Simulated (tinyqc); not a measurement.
# Chemical vapour deposition: Grove model, boundary layer, depletion and step coverage, step by step

A worked calculation. Computed by tinyqc, a small Python program that keeps every step. Command: `OMP_NUM_THREADS=1 python tinyqc.py 3023504 3023505 out.jsonl cvd walk`. One thread of a shared host (Intel(R) Xeon(R) Processor @ 2.30GHz), about 0.01 s of CPU time with the checks. Intermediate numbers are printed to about 6 digits and carried at full precision; extremes and crossings named in words are read from the listed rows.

A precursor diffuses to the surface and reacts there at first order; each molecule that reacts adds one formula unit of film.

Inputs (values chosen for the exercise, close to those used for epitaxial silicon from a chlorosilane):
```
quantity                                            value                unit
prefactor k0 of k_s                               2.2e+07                cm/s
activation energy E                                  1.92                  eV
temperature T                                        1040                   C
total pressure p                                      760                torr
mole fraction of the precursor Y                   0.0098                   -
gas diffusivity D0 at 273.15 K and 760 torr          0.54              cm^2/s
film density N                                      5e+22  formula units/cm^3
precursor mass M                                      170                   u
trench width w                                      0.058                  um
aspect ratio of the trench                             11                   -
gas velocity U                                        9.1                cm/s
kinematic viscosity nu0 at 273.15 K and 760 torr     0.94              cm^2/s
susceptor length L                                     31                  cm
channel height b                                      5.6                  cm
```

Reactor: horizontal, atmospheric.

Constants: k_B = 1.380649e-23 J/K; u = 1.6605390666e-27 kg; k_B = 8.617333262e-05 eV/K.

## Gas-phase and surface constants

k_s = k0 exp(-E/(k_B T)); C_g = Y p/(k_B T), 1 torr = 133.322 Pa; D = D0 (T/273.15)^1.75 (760/p). Temperatures in kelvin are T(C) + 273.15. Mean speed c = sqrt(8 k_B T/(pi M)); reactive sticking probability beta = 4 k_s/c.

surface rate constant k_s = 0.941015 cm/s

precursor density C_g = 5.47701e+16 1/cm^3

gas diffusivity D = 8.42833 cm^2/s

mean speed c = 40440.8 cm/s

sticking probability beta = 9.30758e-05

## Boundary layer

nu = nu0 (T/273.15)^1.75 (760/p); Re = U L/nu; mean boundary layer delta = (2/3) L/sqrt(Re), at most b/2; h_g = D/delta.

Reynolds number Re = 19.2277

boundary layer delta = 2.8 cm

mass-transfer coefficient h_g = 3.01012 cm/s

Caution: the boundary layer is capped at b/2, so U, L and nu no longer affect h_g.

## Growth rate at the inlet

Fluxes in series: C_s = C_g/(1 + k_s/h_g); growth rate G = k_s h_g/(k_s + h_g) C_g/N; 1 cm/s = 6e8 nm/min.

ratio k_s/h_g = 0.312617

C_s/C_g = 0.761837

growth rate G at the inlet = 471.176 nm/min

Reaction and transport resist to a similar degree.

## Depletion along the susceptor

Plug flow: U b dC/dx = -k_eff C with k_eff = k_s h_g/(k_s + h_g), so C falls as exp(-k_eff x/(U b)); the used share of the precursor is 1 - C(L)/C(0).

k_eff = 0.716900 cm/s

depletion length = 71.0839 cm

rate at the outlet over rate at the inlet = 0.646550

rate at the outlet = 304.639 nm/min

35.3 % of the precursor is used.

## Reaction control against transport control

The formulas are those given above.

Rates:
```
T (C)  k_s (cm/s)  h_g (cm/s)  G (nm/min)  reaction limit (nm/min)  transport limit (nm/min)
840       0.04463     2.25425       33.93                    34.60                   1747.79
890       0.10551     2.43442       75.04                    78.29                   1806.34
940       0.23237     2.62050      151.85                   165.31                   1864.27
990       0.48074     2.81242      280.52                   328.47                   1921.61
1040      0.94101     3.01012      471.18                   618.47                   1978.38
1090      1.75341     3.21355      718.25                  1110.14                   2034.61
1140      3.12639     3.42265      997.88                  1909.39                   2090.33
1190      5.35843     3.63738     1278.02                  3160.74                   2145.56
1240      8.86274     3.85769     1533.03                  5055.05                   2200.31
```

The apparent activation energy of G is 1.77 eV between the first rows and 0.69 eV between the last, against E = 1.92 eV. k_s passes h_g between 1140 and 1190 C, where control shifts from the surface to the gas. In the reaction limit the slope is E - k_B T, because C_g falls as 1/T; any further lowering comes from transport.

## Step coverage in a trench

In a long trench of width w and depth l = aspect ratio x w: Knudsen diffusivity D_K = (2w) c/3 (hydraulic diameter 2w), combined as 1/D_e = 1/D_K + 1/D; D_e d2C/dz2 = 2 k_s C/w with D_e dC/dz = -k_s C at the floor. With m = sqrt(2 k_s/(w D_e)): C(floor)/C(top) = 1/[cosh(m l) + (k_s/(D_e m)) sinh(m l)].

Knudsen diffusivity D_K = 0.156371 cm^2/s

effective diffusivity D_e = 0.153523 cm^2/s

modulus m l = 0.0927542

step coverage = 0.995326

Wall collisions limit transport in the trench; then m l = aspect ratio x sqrt(3 beta)/2, 0.0919, whatever the width. Coverage is nearly conformal. Caution: the hydraulic-diameter form of D_K is rough for a slit.

Checks made by the program: step coverage against a numerical boundary-value solution (relative difference below 1e-10).
